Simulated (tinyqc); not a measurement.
Inside a calculation. Method: plane-wave Kohn-Sham cycle with exchange-only LDA in a layered model solid. One step of it, computed by the program tinyqc.

Problem. Iteration 1: Hamiltonian at one k. H(m,m') = (k + G_m)^2/2 delta + V(G_m - G_m'), with V(-G) = V(G).

A solid whose potential varies along x alone (atomic units):

| parameter | value |
|---|---|
| period a | 13.100000 |
| cross-section of the cell | 26.000000 |
| electrons per cell | 2 |
| grid points | 16 |
| plane waves -n..n, n | 3 |
| k points | 2 |
| V1 in V1 cos(2 pi x/a) | -0.530000 |
| V2 in V2 cos(4 pi x/a) | -0.170000 |

V(G_m), m = 0, 1, 2, ... (hartree): -0.177658  -0.265000  -0.085000  0.000000  0.000000  0.000000  0.000000

k = 0.250000 2 pi / a

Give: H.

Solution.

H (hartree), lower triangle:
```
        -3      -2      -1      +0      +1      +2     +3
-3   0.692
-2  -0.265   0.175
-1  -0.085  -0.265  -0.113
+0   0.000  -0.085  -0.265  -0.170
+1   0.000   0.000  -0.085  -0.265   0.002
+2   0.000   0.000   0.000  -0.085  -0.265   0.405
+3   0.000   0.000   0.000   0.000  -0.085  -0.265  1.037
```
